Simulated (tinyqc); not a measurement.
Saturation velocity and mobility from two gate lengths.

Inverse problem. Isat = Cox vsat Vg (x - 1)/(x + 1) per width, x = sqrt(1 + 2 mu Vg/(m vsat L)), with no series resistance and the same overdrive Vg and mu at both lengths. Find vsat and mu.

Parameters, values chosen for the exercise:
- Cox = 0.68 uF/cm^2 (gate capacitance)
- m = 1.32 (body factor)

Vg = 0.7 V
Isat at L = 2 and 16 um (uA/um): [11.820551, 1.5324197]

Answer. The ratio of the currents depends on c = 2 mu Vg/(m vsat) alone and falls steadily from L2/L1 to 1 as c grows, so it fixes c; either current then gives vsat.

vsat = 1.200e7 cm/s
mu = 195.3 cm^2/(V s)

tinyqc, about 0.01 s, one thread, Intel Xeon 2.30GHz (shared host): `OMP_NUM_THREADS=1 python tinyqc.py 2500103 2500104 out.jsonl`
